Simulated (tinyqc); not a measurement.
Front-illuminated p-i-n photodiode, quantum efficiency and bandwidth: two steps of the calculation.

Light enters through a p layer (0 to xp), a depleted layer (xp to xp + wi) and a thick n substrate, decaying as exp(-al x); one pass, no back reflection. Carriers made in the depleted layer are all collected; those in the neutral layers diffuse.

Values chosen for this exercise; values close to those of germanium at this wavelength:

| symbol | value | unit | meaning |
|---|---|---|---|
| lam | 1550 | nm | wavelength |
| al | 1550 | 1/cm | absorption coefficient |
| Rf | 0.05 |  | reflectance of the front face |
| eps_r | 16.1 |  | relative permittivity |
| xp | 0.054 | um | thickness of the front p layer |
| wi | 6.4 | um | thickness of the depleted layer |
| Dn | 28 | cm^2/s | electron diffusion coefficient in the p layer |
| Ln | 1.2 | um | electron diffusion length in the p layer |
| S | 100 | cm/s | recombination velocity of the front surface |
| Lp | 7.4 | um | hole diffusion length in the thick n substrate |
| ve | 5.97e6 | cm/s | electron drift velocity |
| vh | 4.09e6 | cm/s | hole drift velocity |
| dia | 12 | um | diameter |
| RL | 50 | ohm | load resistance |
| Cp | 30 | fF | parasitic capacitance |
| f | 4.3 | GHz | modulation frequency |

Constants: q = 1.602176634e-19 C, h = 6.62607015e-34 J s, c = 299792458 m/s, eps0 = 8.8541878128e-14 F/cm where lengths are in cm. Results are converted to the units shown.

Problem 1. Quantum efficiency. k = al Ln, s = S Ln/Dn, e = exp(-al xp); front layer f1 = (k/(k^2 - 1)) {[s + k - e (s cosh(xp/Ln) + sinh(xp/Ln))]/[s sinh(xp/Ln) + cosh(xp/Ln)] - k e}; depleted layer f2 = e (1 - exp(-al wi)); substrate f3 = e exp(-al wi) al Lp/(1 + al Lp); external efficiency (1 - Rf)(f1 + f2 + f3); responsivity = efficiency q lam/(h c).

Find: s; f1; f2; f3; external efficiency; responsivity.

Solution 1.

s = 4.286e-4
f1 = 0.008329
f2 = 0.6239
f3 = 0.1965
external efficiency = 0.7873
responsivity = 0.9842 A/W

The front layer absorbs 0.834 % of the light that enters and collects 99.9 % of that. Diffusion from the neutral layers makes up 24.7 % of the current.

Problem 2. Response at one frequency. Drift response for pairs made in the depleted layer, a = al wi, g = 1 - exp(-a), u = 2 pi i f, te = wi/ve, th = wi/vh: electrons He = [g - a (exp(-a) - exp(-u te))/(u te - a)]/(u te g), holes Hh = [g - a (1 - exp(-a - u th))/(a + u th)]/(u th g); C = eps0 eps_r pi (dia/2)^2/wi + Cp; total |He + Hh|/sqrt(1 + (2 pi f RL C)^2), for the current of the depleted layer alone.

Wanted: te; th; He; Hh; |He + Hh|; C; total response.

Solution 2.

te = 107.2 ps
th = 156.5 ps
He = 0.2396-0.3817i
Hh = 0.1045-0.2410i
|He + Hh| = 0.7114
C = 32.52 fF
total response = 0.7107

The drift response alone falls to 1/sqrt(2) at 4.34 GHz and the RC term alone at 97.9 GHz; together they give 4.33 GHz.

Program tinyqc, `OMP_NUM_THREADS=1 python tinyqc.py 2250029 2250030 out.jsonl`; Intel Xeon 2.30GHz, shared host, one thread, about 0.01 s.
